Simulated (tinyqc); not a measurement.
Inside a calculation. Method: RKS/PBE in the sto-3g basis, for H3+, spin multiplicity 1. Computed by tinyqc, a small Python program that keeps every step (integrals from PySCF). Settings: charge = 1, multiplicity = 1, basis = sto-3g, energy threshold = 1e-09, iteration cap = 67, orthogonalisation = canonical, start = core, DIIS depth = 4, method = RKS, functional = pbe,pbe, grid = [30, 26]. Command: `OMP_NUM_THREADS=1 python tinyqc.py 20587 20588 out.jsonl` (the two numbers bound the seeds that draw the settings). One thread of a shared host (Intel(R) Xeon(R) Processor @ 2.60GHz), about 0.5 s of CPU time with the checks. Later iterations appear only in the table of the cycle.

## One-electron integrals

Geometry (angstrom):
```
atom       x       y        z
H     0.0000  0.0000   0.0000
H     0.0000  0.0000   0.7670
H     0.0000  0.0000  -0.7670
```

Basis sto-3g: exponents (1/bohr^2) and contraction coefficients of normalised primitives:
```
element  l (shell)  exponent  coefficient
H            s (1)    3.4253       0.1543
H            s (1)    0.6239       0.5353
H            s (1)    0.1689       0.4446
```

Overlap, kinetic and nuclear-attraction integrals over the contracted functions; the nuclear repulsion is the sum of Za Zb / Rab.

nuclear repulsion = 1.724828 hartree

overlap S:
```
        1H 1s   2H 1s   3H 1s
1H 1s  1.0000  0.6422  0.6422
2H 1s  0.6422  1.0000  0.2445
3H 1s  0.6422  0.2445  1.0000
```

kinetic energy T (hartree):
```
        1H 1s   2H 1s   3H 1s
1H 1s  0.7600  0.2212  0.2212
2H 1s  0.2212  0.7600  0.0069
3H 1s  0.2212  0.0069  0.7600
```

nuclear attraction V (hartree):
```
         1H 1s    2H 1s    3H 1s
1H 1s  -2.5009  -1.4435  -1.4435
2H 1s  -1.4435  -2.2075  -0.5098
3H 1s  -1.4435  -0.5098  -2.2075
```

core Hamiltonian H = T + V (hartree):
```
         1H 1s    2H 1s    3H 1s
1H 1s  -1.7409  -1.2223  -1.2223
2H 1s  -1.2223  -1.4475  -0.5029
3H 1s  -1.2223  -0.5029  -1.4475
```

## Two-electron integrals

Functions are numbered as in S; the eight-fold symmetry (ij|kl) = (ji|kl) = (kl|ij) leaves the list below.

Two-electron integrals (ij|kl) in chemists' order, unique and non-zero (hartree):
```
(11|11) 0.7746   (21|11) 0.4293   (21|21) 0.2800   (22|11) 0.5599
(22|21) 0.4293   (22|22) 0.7746   (31|11) 0.4293   (31|21) 0.2225
(31|22) 0.2776   (31|31) 0.2800   (32|11) 0.1554   (32|21) 0.0918
(32|22) 0.1299   (32|31) 0.0918   (32|32) 0.0337   (33|11) 0.5599
(33|21) 0.2776   (33|22) 0.3389   (33|31) 0.4293   (33|32) 0.1299
(33|33) 0.7746
```

## Orthogonalisation

S = U s U^T; canonical form X = U s^(-1/2), so that X^T S X = 1. Each column of U has its largest component positive (the first on a tie).

eigenvalues of S: 0.2058  0.7555  2.0387

X:
```
             1        2       3
1H 1s   1.6594   0.0000  0.4610
2H 1s  -1.0260   0.8135  0.3728
3H 1s  -1.0260  -0.8135  0.3728
```

## Starting guess

The start is the orbitals of the core Hamiltonian; D = 2 C_occ C_occ^T.

D at the start:
```
        1H 1s   2H 1s   3H 1s
1H 1s  1.0380  0.2939  0.2939
2H 1s  0.2939  0.0832  0.0832
3H 1s  0.2939  0.0832  0.0832
```

## Iteration 1: exchange-correlation on the grid

Becke grid with 30 radial and 26 angular points per atom, points of zero weight dropped. rho = sum D_ij phi_i phi_j; V_xc,ij = sum w v_xc phi_i phi_j plus the gradient terms; v_xc is d(rho eps)/d rho at fixed gradient.

The 8 grid points with the largest w rho, of 2336 (bohr, atomic units):
```
x              y       z       w     rho  |grad rho|^2   eps_xc     v_xc
1.2958    0.0000  0.0000  0.2292  0.0403        0.0082  -0.3173  -0.3580
0.0000   -1.2958  0.0000  0.2292  0.0403        0.0082  -0.3173  -0.3580
0.0000    1.2958  0.0000  0.2292  0.0403        0.0082  -0.3173  -0.3580
-1.2958   0.0000  0.0000  0.2292  0.0403        0.0082  -0.3173  -0.3580
0.0000    1.0769  0.0000  0.1402  0.0653        0.0204  -0.3613  -0.4242
1.0769    0.0000  0.0000  0.1402  0.0653        0.0204  -0.3613  -0.4242
-1.0769   0.0000  0.0000  0.1402  0.0653        0.0204  -0.3613  -0.4242
0.0000   -1.0769  0.0000  0.1402  0.0653        0.0204  -0.3613  -0.4242
```

electrons on the grid, sum of w rho = 1.9863

E_xc = sum of w rho eps_xc = -0.699298 hartree

V_xc (hartree):
```
         1H 1s    2H 1s    3H 1s
1H 1s  -0.4898  -0.2675  -0.2675
2H 1s  -0.2675  -0.3615  -0.0939
3H 1s  -0.2675  -0.0939  -0.3615
```

## Iteration 1: building the Kohn-Sham matrix

J_ij = sum D_kl (ij|kl); F = H + J + V_xc; E = tr D H + tr D J / 2 + E_xc + E_nn.

Coulomb J (hartree):
```
        1H 1s   2H 1s   3H 1s
1H 1s  1.4277  0.8151  0.8151
2H 1s  0.8151  1.1109  0.2963
3H 1s  0.8151  0.2963  1.1109
```

Kohn-Sham matrix F (hartree):
```
         1H 1s    2H 1s    3H 1s
1H 1s  -0.8030  -0.6748  -0.6748
2H 1s  -0.6748  -0.6981  -0.3005
3H 1s  -0.6748  -0.3005  -0.6981
```

total energy of this density = -1.205814 hartree

## Iteration 1: diagonalisation and new density

Diagonalise F' = X^T F X, C = X C', fill 1 alpha and 1 beta electrons from the bottom; D = 2 C_occ C_occ^T. Each column has its largest component positive (the first on a tie).

F' = X^T F X (hartree):
```
         1        2        3
1   0.2815   0.0000  -0.0469
2   0.0000  -0.5263   0.0000
3  -0.0469   0.0000  -0.9122
```

orbital energies (hartree): MO1 -0.9140, MO2 -0.5263, MO3 0.2834

coefficients C:
```
          MO1      MO2      MO3
1H 1s  0.5257   0.0000   1.6400
2H 1s  0.3323   0.8135  -1.0398
3H 1s  0.3323  -0.8135  -1.0398
```

D after iteration 1:
```
        1H 1s   2H 1s   3H 1s
1H 1s  0.5527  0.3494  0.3494
2H 1s  0.3494  0.2209  0.2209
3H 1s  0.3494  0.2209  0.2209
```

## Iteration 2: exchange-correlation on the grid

As before.

The 8 grid points with the largest w rho, of 2336 (bohr, atomic units):
```
x              y       z       w     rho  |grad rho|^2   eps_xc     v_xc
-1.2958   0.0000  0.0000  0.2292  0.0333        0.0051  -0.2994  -0.3377
1.2958    0.0000  0.0000  0.2292  0.0333        0.0051  -0.2994  -0.3377
0.0000   -1.2958  0.0000  0.2292  0.0333        0.0051  -0.2994  -0.3377
0.0000    1.2958  0.0000  0.2292  0.0333        0.0051  -0.2994  -0.3377
-1.0769   0.0000  0.0000  0.1402  0.0527        0.0119  -0.3383  -0.3973
0.0000   -1.0769  0.0000  0.1402  0.0527        0.0119  -0.3383  -0.3973
0.0000    1.0769  0.0000  0.1402  0.0527        0.0119  -0.3383  -0.3973
1.0769    0.0000  0.0000  0.1402  0.0527        0.0119  -0.3383  -0.3973
```

electrons on the grid, sum of w rho = 1.9867

E_xc = sum of w rho eps_xc = -0.655196 hartree

V_xc (hartree):
```
         1H 1s    2H 1s    3H 1s
1H 1s  -0.4668  -0.2661  -0.2661
2H 1s  -0.2661  -0.3857  -0.0937
3H 1s  -0.2661  -0.0937  -0.3857
```

## Iteration 2: building the Kohn-Sham matrix

As before.

Coulomb J (hartree):
```
        1H 1s   2H 1s   3H 1s
1H 1s  1.3440  0.7851  0.7851
2H 1s  0.7851  1.1067  0.2863
3H 1s  0.7851  0.2863  1.1067
```

Kohn-Sham matrix F (hartree):
```
         1H 1s    2H 1s    3H 1s
1H 1s  -0.8637  -0.7033  -0.7033
2H 1s  -0.7033  -0.7265  -0.3103
3H 1s  -0.7033  -0.3103  -0.7265
```

total energy of this density = -1.234705 hartree

## Iteration 2: DIIS over 2 matrices

error matrix X^T (FDS - SDF) X:
```
        1       2        3
1  0.0000  0.0000  -0.0516
2  0.0000  0.0000   0.0000
3  0.0516  0.0000   0.0000
```

B (overlaps of the stored error matrices):
```
                1               2
1   1.6572320e-01  -2.9696576e-02
2  -2.9696576e-02   5.3214434e-03
```

Minimise |sum c_i e_i|^2 with sum c_i = 1: solve [B -1; -1 0][c; lambda] = [0; -1] with B_ij = tr e_i^T e_j, and take F = sum c_i F_i.

DIIS coefficients: 0.1520  0.8480

extrapolated F (hartree):
```
         1H 1s    2H 1s    3H 1s
1H 1s  -0.8544  -0.6990  -0.6990
2H 1s  -0.6990  -0.7222  -0.3088
3H 1s  -0.6990  -0.3088  -0.7222
```

## Iteration 2: diagonalisation and new density

As before.

F' = X^T F X (hartree):
```
         1        2        3
1   0.2366   0.0000  -0.0685
2   0.0000  -0.5472   0.0000
3  -0.0685   0.0000  -0.9487
```

orbital energies (hartree): MO1 -0.9527, MO2 -0.5472, MO3 0.2405

coefficients C:
```
          MO1      MO2      MO3
1H 1s  0.5556   0.0000   1.6301
2H 1s  0.3132   0.8135  -1.0457
3H 1s  0.3132  -0.8135  -1.0457
```

D after iteration 2:
```
        1H 1s   2H 1s   3H 1s
1H 1s  0.6175  0.3481  0.3481
2H 1s  0.3481  0.1962  0.1962
3H 1s  0.3481  0.1962  0.1962
```

## Iteration 6 (converged): orbitals

converged F (hartree):
```
         1H 1s    2H 1s    3H 1s
1H 1s  -0.8549  -0.6992  -0.6992
2H 1s  -0.6992  -0.7228  -0.3089
3H 1s  -0.6992  -0.3089  -0.7228
```

As before.

F' = X^T F X (hartree):
```
         1        2        3
1   0.2357   0.0000  -0.0684
2   0.0000  -0.5478   0.0000
3  -0.0684   0.0000  -0.9492
```

orbital energies (hartree): MO1 -0.9531, MO2 -0.5478, MO3 0.2397

coefficients C:
```
          MO1      MO2      MO3
1H 1s  0.5556   0.0000   1.6302
2H 1s  0.3132   0.8135  -1.0457
3H 1s  0.3132  -0.8135  -1.0457
```

D after iteration 6:
```
        1H 1s   2H 1s   3H 1s
1H 1s  0.6174  0.3481  0.3481
2H 1s  0.3481  0.1962  0.1962
3H 1s  0.3481  0.1962  0.1962
```

## Convergence

Stop when the energy changes by less than 1e-09 hartree and every element of the error matrix X^T (F D S - S D F) X is below 9e-06.

Course of the cycle:
```
iteration  E (hartree)     change  largest element of the error matrix
1            -1.205814          -                             2.88e-01
2            -1.234705  -2.89e-02                             5.16e-02
3            -1.235649  -9.44e-04                             9.25e-05
4            -1.235649  -2.04e-09                             5.31e-05
5            -1.235649  -5.08e-10                             3.72e-05
6            -1.235649  -4.90e-10                             9.18e-09
```

PySCF RKS in the same basis, fine grid = -1.238306 hartree

Converged in 6 iterations. The coarse grid moves the energy by +2.66e-03 hartree.

## Populations, bond orders and dipole

Mulliken: Z minus the diagonal of D S on the atom; Loewdin: the same with S^(1/2) D S^(1/2); Mayer order: 2 sum_s sum (D(s) S)_ij (D(s) S)_ji over the two atoms.

Charges (e):
```
atom  Mulliken  Loewdin
1H     -0.0645   0.0188
2H      0.5322   0.4906
3H      0.5322   0.4906
```

Mayer bond orders:
```
pair   order
2-1   0.4979
3-1   0.4979
3-2   0.2188
```

dipole moment about the origin, x y z (debye): 0.0000  0.0000  0.0000
